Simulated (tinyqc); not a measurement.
RHF in the sto-6g basis, for BeH+, spin multiplicity 1, step by step (part 1 of 2). Computed by tinyqc, a small Python program that keeps every step (integrals from PySCF). Settings: charge = 1, multiplicity = 1, basis = sto-6g, energy threshold = 1e-10, iteration cap = 75, orthogonalisation = canonical, start = core, DIIS depth = 8, damping = 0.2, method = RHF. Command: `OMP_NUM_THREADS=1 python tinyqc.py 20011 20012 out.jsonl` (the two numbers bound the seeds that draw the settings). One thread of a shared host (Intel(R) Xeon(R) Processor @ 2.60GHz), about 0.1 s of CPU time with the checks. Later iterations appear only in the table of the cycle.

## One-electron integrals

Geometry (angstrom):
```
atom        x        y        z
Be    0.00000  0.00000  0.00000
H     0.00000  0.00000  1.47900
```

Basis sto-6g: exponents (1/bohr^2) and contraction coefficients of normalised primitives:
```
element  l (shell)   exponent  coefficient
Be           s (1)  312.87049      0.00916
Be           s (1)   57.36446      0.04936
Be           s (1)   16.04851      0.16854
Be           s (1)    5.51310      0.37056
Be           s (1)    2.14090      0.41649
Be           s (1)    0.88174      0.13033
Be           s (2)   13.63325     -0.01325
Be           s (2)    2.69838     -0.04699
Be           s (2)    0.83865     -0.03379
Be           s (2)    0.32266      0.25024
Be           s (2)    0.14013      0.59512
Be           s (2)    0.06423      0.24071
Be           p (3)   13.63325      0.00376
Be           p (3)    2.69838      0.03768
Be           p (3)    0.83865      0.17390
Be           p (3)    0.32266      0.41804
Be           p (3)    0.14013      0.42586
Be           p (3)    0.06423      0.10171
H            s (1)   35.52322      0.00916
H            s (1)    6.51314      0.04936
H            s (1)    1.82214      0.16854
H            s (1)    0.62596      0.37056
H            s (1)    0.24308      0.41649
H            s (1)    0.10011      0.13033
```

Overlap, kinetic and nuclear-attraction integrals over the contracted functions; the nuclear repulsion is the sum of Za Zb / Rab.

nuclear repulsion = 1.4311757 hartree

overlap S, lower triangle:
```
          1Be 1s   1Be 2s  1Be 2px  1Be 2py  1Be 2pz    2H 1s
1Be 1s   1.00000
1Be 2s   0.25476  1.00000
1Be 2px  0.00000  0.00000  1.00000
1Be 2py  0.00000  0.00000  0.00000  1.00000
1Be 2pz  0.00000  0.00000  0.00000  0.00000  1.00000
2H 1s    0.05295  0.40597  0.00000  0.00000  0.48316  1.00000
```

kinetic energy T (hartree), lower triangle:
```
           1Be 1s   1Be 2s  1Be 2px  1Be 2py  1Be 2pz    2H 1s
1Be 1s    6.76875
1Be 2s   -0.20738  0.22012
1Be 2px   0.00000  0.00000  0.66127
1Be 2py   0.00000  0.00000  0.00000  0.66127
1Be 2pz   0.00000  0.00000  0.00000  0.00000  0.66127
2H 1s    -0.01341  0.04950  0.00000  0.00000  0.15027  0.76852
```

nuclear attraction V (hartree), lower triangle:
```
            1Be 1s    1Be 2s   1Be 2px   1Be 2py   1Be 2pz     2H 1s
1Be 1s   -15.07259
1Be 2s    -1.74188  -2.64215
1Be 2px    0.00000   0.00000  -2.60854
1Be 2py    0.00000   0.00000   0.00000  -2.60854
1Be 2pz   -0.01556  -0.13197   0.00000   0.00000  -2.70909
2H 1s     -0.39789  -1.05014   0.00000   0.00000  -1.23760  -2.66449
```

core Hamiltonian H = T + V (hartree), lower triangle:
```
           1Be 1s    1Be 2s   1Be 2px   1Be 2py   1Be 2pz     2H 1s
1Be 1s   -8.30383
1Be 2s   -1.94927  -2.42203
1Be 2px   0.00000   0.00000  -1.94727
1Be 2py   0.00000   0.00000   0.00000  -1.94727
1Be 2pz  -0.01556  -0.13197   0.00000   0.00000  -2.04782
2H 1s    -0.41130  -1.00064   0.00000   0.00000  -1.08733  -1.89597
```

## Two-electron integrals

Functions are numbered as in S; the eight-fold symmetry (ij|kl) = (ji|kl) = (kl|ij) leaves the list below.

Two-electron integrals (ij|kl) in chemists' order, unique and non-zero (hartree):
```
(11|11) 2.30000   (21|11) 0.36188   (21|21) 0.07193   (22|11) 0.57033
(22|21) 0.13965   (22|22) 0.41777   (31|31) 0.01525   (32|31) 0.02255
(32|32) 0.09234   (33|11) 0.57033   (33|21) 0.13965   (33|22) 0.41777
(33|33) 0.45012   (41|41) 0.01525   (42|41) 0.02255   (42|42) 0.09234
(43|43) 0.02426   (44|11) 0.57033   (44|21) 0.13965   (44|22) 0.41777
(44|33) 0.40160   (44|44) 0.45012   (51|51) 0.01525   (52|51) 0.02255
(52|52) 0.09234   (53|53) 0.02426   (54|54) 0.02426   (55|11) 0.57033
(55|21) 0.13965   (55|22) 0.41777   (55|33) 0.40160   (55|44) 0.40160
(55|55) 0.45012   (61|11) 0.07719   (61|21) 0.01490   (61|22) 0.02884
(61|33) 0.02860   (61|44) 0.02860   (61|51) 0.00148   (61|52) 0.00287
(61|55) 0.02931   (61|61) 0.00327   (62|11) 0.18854   (62|21) 0.04692
(62|22) 0.15315   (62|33) 0.14734   (62|44) 0.14734   (62|51) 0.00654
(62|52) 0.03875   (62|55) 0.16477   (62|61) 0.01076   (62|62) 0.08421
(63|31) 0.00448   (63|32) 0.02050   (63|53) 0.00669   (63|63) 0.00763
(64|41) 0.00448   (64|42) 0.02050   (64|54) 0.00669   (64|64) 0.00763
(65|11) 0.20390   (65|21) 0.05137   (65|22) 0.17519   (65|33) 0.16490
(65|44) 0.16490   (65|51) 0.01056   (65|52) 0.06036   (65|55) 0.19577
(65|61) 0.01235   (65|62) 0.10953   (65|65) 0.14693   (66|11) 0.35592
(66|21) 0.09036   (66|22) 0.32951   (66|33) 0.30581   (66|44) 0.30581
(66|51) 0.01468   (66|52) 0.11216   (66|55) 0.37691   (66|61) 0.02142
(66|62) 0.23115   (66|65) 0.31892   (66|66) 0.77500
```

## Orthogonalisation

S = U s U^T; canonical form X = U s^(-1/2), so that X^T S X = 1. Each column of U has its largest component positive (the first on a tie).

eigenvalues of S: 0.35802  0.79789  1.00000  1.00000  1.17436  1.66973

X:
```
                1         2         3        4         5        6
1Be 1s    0.22991   0.79187   0.00000  0.00000   0.59896  0.18868
1Be 2s   -0.81830  -0.58552   0.00000  0.00000   0.44806  0.38769
1Be 2px   0.00000   0.00000  -0.05991  0.99820   0.00000  0.00000
1Be 2py   0.00000   0.00000   0.99820  0.05991   0.00000  0.00000
1Be 2pz  -0.86532   0.49113   0.00000  0.00000  -0.50830  0.37599
2H 1s     1.14975  -0.20544   0.00000  0.00000  -0.18344  0.52118
```

Within a degenerate level the vectors are fixed only up to a rotation; this is one choice.

## Starting guess

The start is the orbitals of the core Hamiltonian; D = 2 C_occ C_occ^T.

D at the start, lower triangle:
```
           1Be 1s   1Be 2s  1Be 2px  1Be 2py  1Be 2pz    2H 1s
1Be 1s    2.09130
1Be 2s   -0.32624  1.10809
1Be 2px   0.00000  0.00000  0.00000
1Be 2py   0.00000  0.00000  0.00000  0.00000
1Be 2pz  -0.21084  0.87391  0.00000  0.00000  0.69030
2H 1s    -0.02162  0.16159  0.00000  0.00000  0.12804  0.02390
```

## Iteration 1: building the Fock matrix

J_ij = sum D_kl (ij|kl), K_ij = sum D_kl (ik|jl); F = H + J - 0.5 K; E = tr D H + tr D J / 2 - 0.25 tr D K + E_nn.

Coulomb J (hartree), lower triangle:
```
          1Be 1s   1Be 2s  1Be 2px  1Be 2py  1Be 2pz    2H 1s
1Be 1s   5.71785
1Be 2s   0.99085  1.95392
1Be 2px  0.00000  0.00000  1.93769
1Be 2py  0.00000  0.00000  0.00000  1.93769
1Be 2pz  0.03810  0.18242  0.00000  0.00000  1.98639
2H 1s    0.21529  0.77242  0.00000  0.00000  0.90332  1.67451
```

exchange K (hartree), lower triangle:
```
          1Be 1s   1Be 2s  1Be 2px  1Be 2py  1Be 2pz    2H 1s
1Be 1s   4.66602
1Be 2s   0.72689  0.64537
1Be 2px  0.00000  0.00000  0.14457
1Be 2py  0.00000  0.00000  0.00000  0.14457
1Be 2pz  0.02801  0.47635  0.00000  0.00000  0.50291
2H 1s    0.17419  0.49193  0.00000  0.00000  0.47637  0.55474
```

Fock matrix F (hartree), lower triangle:
```
           1Be 1s    1Be 2s   1Be 2px   1Be 2py   1Be 2pz     2H 1s
1Be 1s   -4.91899
1Be 2s   -1.32186  -0.79079
1Be 2px   0.00000   0.00000  -0.08187
1Be 2py   0.00000   0.00000   0.00000  -0.08187
1Be 2pz   0.00853  -0.18773   0.00000   0.00000  -0.31289
2H 1s    -0.28311  -0.47419   0.00000   0.00000  -0.42220  -0.49883
```

total energy of this density = -14.6460425 hartree

This density is the starting one.

## Iteration 1: diagonalisation and new density

Diagonalise F' = X^T F X, C = X C', fill 2 alpha and 2 beta electrons from the bottom; D = 2 C_occ C_occ^T; the new density keeps 0.2 of the old one (damping). Each column has its largest component positive (the first on a tie).

F' = X^T F X (hartree), lower triangle:
```
          1         2         3         4         5         6
1   0.12758
2  -0.33204  -2.04855
3   0.00000   0.00000  -0.08187
4   0.00000   0.00000   0.00000  -0.08187
5  -0.23762  -2.10721   0.00000   0.00000  -2.58883
6  -0.04985  -0.80953   0.00000   0.00000  -1.01263  -1.13338
```

orbital energies (hartree): MO1 -4.92013, MO2 -0.70371, MO3 -0.20576, MO4 -0.08187, MO5 -0.08187, MO6 0.18642

coefficients C:
```
              MO1       MO2       MO3      MO4       MO5       MO6
1Be 1s    0.99568  -0.17838  -0.20618  0.00000   0.00000   0.09254
1Be 2s    0.01647   0.56344   0.82683  0.00000   0.00000  -0.60175
1Be 2px   0.00000   0.00000   0.00000  0.99985  -0.01753   0.00000
1Be 2py   0.00000   0.00000   0.00000  0.01753   0.99985   0.00000
1Be 2pz  -0.00114   0.36975  -0.55144  0.00000   0.00000  -0.97412
2H 1s    -0.00008   0.45269  -0.30329  0.00000   0.00000   1.17153
```

D after iteration 1, lower triangle:
```
           1Be 1s   1Be 2s  1Be 2px  1Be 2py  1Be 2pz    2H 1s
1Be 1s    2.05538
1Be 2s   -0.19983  0.73000
1Be 2px   0.00000  0.00000  0.00000
1Be 2py   0.00000  0.00000  0.00000  0.00000
1Be 2pz  -0.14951  0.50808  0.00000  0.00000  0.35680
2H 1s    -0.13365  0.44042  0.00000  0.00000  0.29341  0.33266
```

Within a degenerate level the vectors are fixed only up to a rotation; this is one choice.

## Iteration 2: building the Fock matrix

As before.

Coulomb J (hartree), lower triangle:
```
          1Be 1s   1Be 2s  1Be 2px  1Be 2py  1Be 2pz    2H 1s
1Be 1s   5.58608
1Be 2s   0.96438  1.91009
1Be 2px  0.00000  0.00000  1.88534
1Be 2py  0.00000  0.00000  0.00000  1.88534
1Be 2pz  0.03481  0.19319  0.00000  0.00000  1.95959
2H 1s    0.20965  0.78925  0.00000  0.00000  0.93996  1.82290
```

exchange K (hartree), lower triangle:
```
          1Be 1s   1Be 2s  1Be 2px  1Be 2py  1Be 2pz    2H 1s
1Be 1s   4.63514
1Be 2s   0.73797  0.60306
1Be 2px  0.00000  0.00000  0.12172
1Be 2py  0.00000  0.00000  0.00000  0.12172
1Be 2pz  0.00711  0.42390  0.00000  0.00000  0.46445
2H 1s    0.16632  0.56006  0.00000  0.00000  0.56153  0.86676
```

Fock matrix F (hartree), lower triangle:
```
           1Be 1s    1Be 2s   1Be 2px   1Be 2py   1Be 2pz     2H 1s
1Be 1s   -5.03532
1Be 2s   -1.35387  -0.81347
1Be 2px   0.00000   0.00000  -0.12279
1Be 2py   0.00000   0.00000   0.00000  -0.12279
1Be 2pz   0.01569  -0.15073   0.00000   0.00000  -0.32046
2H 1s    -0.28481  -0.49142   0.00000   0.00000  -0.42814  -0.50645
```

total energy of this density = -14.7727732 hartree

This density is a damped mixture and is not idempotent.

## Iteration 2: DIIS over 2 matrices

error matrix X^T (FDS - SDF) X:
```
          1         2        3        4        5         6
1   0.00000   0.05840  0.00000  0.00000  0.03438  -0.13831
2  -0.05840   0.00000  0.00000  0.00000  0.05795   0.03802
3   0.00000   0.00000  0.00000  0.00000  0.00000   0.00000
4   0.00000   0.00000  0.00000  0.00000  0.00000   0.00000
5  -0.03438  -0.05795  0.00000  0.00000  0.00000  -0.03739
6   0.13831  -0.03802  0.00000  0.00000  0.03739   0.00000
```

B (overlaps of the stored error matrices):
```
               1              2
1  5.9909803e-01  1.8688183e-01
2  1.8688183e-01  5.9846023e-02
```

Minimise |sum c_i e_i|^2 with sum c_i = 1: solve [B -1; -1 0][c; lambda] = [0; -1] with B_ij = tr e_i^T e_j, and take F = sum c_i F_i.

DIIS coefficients: -0.44546  1.44546

extrapolated F (hartree), lower triangle:
```
           1Be 1s    1Be 2s   1Be 2px   1Be 2py   1Be 2pz     2H 1s
1Be 1s   -5.08715
1Be 2s   -1.36813  -0.82357
1Be 2px   0.00000   0.00000  -0.14101
1Be 2py   0.00000   0.00000   0.00000  -0.14101
1Be 2pz   0.01888  -0.13425   0.00000   0.00000  -0.32383
2H 1s    -0.28557  -0.49910   0.00000   0.00000  -0.43078  -0.50984
```

## Iteration 2: diagonalisation and new density

As before.

F' = X^T F X (hartree), lower triangle:
```
          1         2         3         4         5         6
1   0.22567
2  -0.33113  -2.15159
3   0.00000   0.00000  -0.14101
4   0.00000   0.00000   0.00000  -0.14101
5  -0.25290  -2.14953   0.00000   0.00000  -2.71139
6  -0.08311  -0.82756   0.00000   0.00000  -1.05089  -1.15246
```

orbital energies (hartree): MO1 -5.08841, MO2 -0.71031, MO3 -0.26378, MO4 -0.14101, MO5 -0.14101, MO6 0.27273

coefficients C:
```
              MO1       MO2       MO3       MO4      MO5       MO6
1Be 1s    0.99558  -0.17677  -0.19639   0.00000  0.00000   0.11522
1Be 2s    0.01701   0.55245   0.76628   0.00000  0.00000  -0.68617
1Be 2px   0.00000   0.00000   0.00000  -0.58691  0.80965   0.00000
1Be 2py   0.00000   0.00000   0.00000   0.80965  0.58691   0.00000
1Be 2pz  -0.00306   0.31365  -0.63071   0.00000  0.00000  -0.94527
2H 1s    -0.00095   0.49912  -0.22650   0.00000  0.00000   1.17003
```

D after iteration 2, lower triangle:
```
           1Be 1s   1Be 2s  1Be 2px  1Be 2py  1Be 2pz    2H 1s
1Be 1s    2.04696
1Be 2s   -0.16912  0.63479
1Be 2px   0.00000  0.00000  0.00000
1Be 2py   0.00000  0.00000  0.00000  0.00000
1Be 2pz  -0.12349  0.37877  0.00000  0.00000  0.22878
2H 1s    -0.16941  0.52924  0.00000  0.00000  0.30916  0.46512
```

Within a degenerate level the vectors are fixed only up to a rotation; this is one choice.

## Iteration 3: building the Fock matrix

As before.

Coulomb J (hartree), lower triangle:
```
          1Be 1s   1Be 2s  1Be 2px  1Be 2py  1Be 2pz    2H 1s
1Be 1s   5.54316
1Be 2s   0.95543  1.89491
1Be 2px  0.00000  0.00000  1.86776
1Be 2py  0.00000  0.00000  0.00000  1.86776
1Be 2pz  0.03310  0.19392  0.00000  0.00000  1.94923
2H 1s    0.20766  0.79344  0.00000  0.00000  0.95004  1.86982
```

exchange K (hartree), lower triangle:
```
          1Be 1s   1Be 2s  1Be 2px  1Be 2py  1Be 2pz    2H 1s
1Be 1s   4.62681
1Be 2s   0.73949  0.59565
1Be 2px  0.00000  0.00000  0.11562
1Be 2py  0.00000  0.00000  0.00000  0.11562
1Be 2pz  0.00112  0.39715  0.00000  0.00000  0.43489
2H 1s    0.16335  0.58094  0.00000  0.00000  0.57420  0.96512
```

Fock matrix F (hartree), lower triangle:
```
           1Be 1s    1Be 2s   1Be 2px   1Be 2py   1Be 2pz     2H 1s
1Be 1s   -5.07408
1Be 2s   -1.36358  -0.82494
1Be 2px   0.00000   0.00000  -0.13733
1Be 2py   0.00000   0.00000   0.00000  -0.13733
1Be 2pz   0.01698  -0.13662   0.00000   0.00000  -0.31604
2H 1s    -0.28532  -0.49766   0.00000   0.00000  -0.42439  -0.50871
```

total energy of this density = -14.8050341 hartree

This density is a damped mixture and is not idempotent.

## Iteration 3: DIIS over 3 matrices

error matrix X^T (FDS - SDF) X:
```
          1         2        3        4        5         6
1   0.00000   0.01380  0.00000  0.00000  0.00682  -0.02971
2  -0.01380   0.00000  0.00000  0.00000  0.00516   0.01545
3   0.00000   0.00000  0.00000  0.00000  0.00000   0.00000
4   0.00000   0.00000  0.00000  0.00000  0.00000   0.00000
5  -0.00682  -0.00516  0.00000  0.00000  0.00000  -0.01353
6   0.02971  -0.01545  0.00000  0.00000  0.01353   0.00000
```

B (overlaps of the stored error matrices), lower triangle:
```
               1              2              3
1  5.9909803e-01
2  1.8688183e-01  5.9846023e-02
3  3.9241813e-02  1.3083952e-02  3.1362126e-03
```

As before.

DIIS coefficients: 0.12571  -0.74038  1.61467

extrapolated F (hartree), lower triangle:
```
           1Be 1s    1Be 2s   1Be 2px   1Be 2py   1Be 2pz     2H 1s
1Be 1s   -5.08327
1Be 2s   -1.36552  -0.82915
1Be 2px   0.00000   0.00000  -0.14112
1Be 2py   0.00000   0.00000   0.00000  -0.14112
1Be 2pz   0.01688  -0.13260   0.00000   0.00000  -0.31237
2H 1s    -0.28542  -0.49934   0.00000   0.00000  -0.42134  -0.50914
```

## Iteration 3: diagonalisation and new density

As before.

F' = X^T F X (hartree), lower triangle:
```
          1         2         3         4         5         6
1   0.21554
2  -0.33160  -2.15522
3   0.00000   0.00000  -0.14112
4   0.00000   0.00000   0.00000  -0.14112
5  -0.24921  -2.14789   0.00000   0.00000  -2.70450
6  -0.08569  -0.82216   0.00000   0.00000  -1.05631  -1.14714
```

orbital energies (hartree): MO1 -5.08448, MO2 -0.70771, MO3 -0.26223, MO4 -0.14112, MO5 -0.14112, MO6 0.26311

coefficients C:
```
              MO1       MO2       MO3      MO4       MO5       MO6
1Be 1s    0.99567  -0.18038  -0.19313  0.00000   0.00000   0.11440
1Be 2s    0.01671   0.56595   0.76020  0.00000   0.00000  -0.68192
1Be 2px   0.00000   0.00000   0.00000  0.04446   0.99901   0.00000
1Be 2py   0.00000   0.00000   0.00000  0.99901  -0.04446   0.00000
1Be 2pz  -0.00262   0.29756  -0.62946  0.00000   0.00000  -0.95129
2H 1s    -0.00102   0.49806  -0.24608  0.00000   0.00000   1.16652
```

D after iteration 3, lower triangle:
```
           1Be 1s   1Be 2s  1Be 2px  1Be 2py  1Be 2pz    2H 1s
1Be 1s    2.04761
1Be 2s   -0.17053  0.63989
1Be 2px   0.00000  0.00000  0.00000
1Be 2py   0.00000  0.00000  0.00000  0.00000
1Be 2pz  -0.11475  0.34513  0.00000  0.00000  0.18743
2H 1s    -0.17925  0.55683  0.00000  0.00000  0.29896  0.48994
```

Within a degenerate level the vectors are fixed only up to a rotation; this is one choice.

## Iteration 4: building the Fock matrix

As before.

Coulomb J (hartree), lower triangle:
```
          1Be 1s   1Be 2s  1Be 2px  1Be 2py  1Be 2pz    2H 1s
1Be 1s   5.53652
1Be 2s   0.95389  1.89223
1Be 2px  0.00000  0.00000  1.86505
1Be 2py  0.00000  0.00000  0.00000  1.86505
1Be 2pz  0.03233  0.19173  0.00000  0.00000  1.94660
2H 1s    0.20725  0.79284  0.00000  0.00000  0.94967  1.87366
```

exchange K (hartree), lower triangle:
```
          1Be 1s   1Be 2s  1Be 2px  1Be 2py  1Be 2pz    2H 1s
1Be 1s   4.62637
1Be 2s   0.73885  0.60245
1Be 2px  0.00000  0.00000  0.11613
1Be 2py  0.00000  0.00000  0.00000  0.11613
1Be 2pz  0.00015  0.38716  0.00000  0.00000  0.41947
2H 1s    0.16228  0.58629  0.00000  0.00000  0.56749  0.97734
```

Fock matrix F (hartree), lower triangle:
```
           1Be 1s    1Be 2s   1Be 2px   1Be 2py   1Be 2pz     2H 1s
1Be 1s   -5.08050
1Be 2s   -1.36480  -0.83102
1Be 2px   0.00000   0.00000  -0.14029
1Be 2py   0.00000   0.00000   0.00000  -0.14029
1Be 2pz   0.01670  -0.13381   0.00000   0.00000  -0.31096
2H 1s    -0.28519  -0.50094   0.00000   0.00000  -0.42141  -0.51099
```

total energy of this density = -14.8123067 hartree

This density is a damped mixture and is not idempotent.

## Iteration 4: DIIS over 4 matrices

error matrix X^T (FDS - SDF) X:
```
          1         2        3        4         5         6
1   0.00000   0.00392  0.00000  0.00000   0.00174  -0.00719
2  -0.00392   0.00000  0.00000  0.00000  -0.00065   0.00618
3   0.00000   0.00000  0.00000  0.00000   0.00000   0.00000
4   0.00000   0.00000  0.00000  0.00000   0.00000   0.00000
5  -0.00174   0.00065  0.00000  0.00000   0.00000  -0.00522
6   0.00719  -0.00618  0.00000  0.00000   0.00522   0.00000
```

B (overlaps of the stored error matrices), lower triangle:
```
               1              2              3              4
1  5.9909803e-01
2  1.8688183e-01  5.9846023e-02
3  3.9241813e-02  1.3083952e-02  3.1362126e-03
4  9.6204854e-03  3.3501464e-03  8.8451541e-04  2.7186618e-04
```

As before.

DIIS coefficients: -0.01676  0.20489  -1.21729  2.02916

extrapolated F (hartree), lower triangle:
```
           1Be 1s    1Be 2s   1Be 2px   1Be 2py   1Be 2pz     2H 1s
1Be 1s   -5.08177
1Be 2s   -1.36477  -0.83549
1Be 2px   0.00000   0.00000  -0.14129
1Be 2py   0.00000   0.00000   0.00000  -0.14129
1Be 2pz   0.01628  -0.13296   0.00000   0.00000  -0.30669
2H 1s    -0.28500  -0.50343   0.00000   0.00000  -0.41914  -0.51303
```
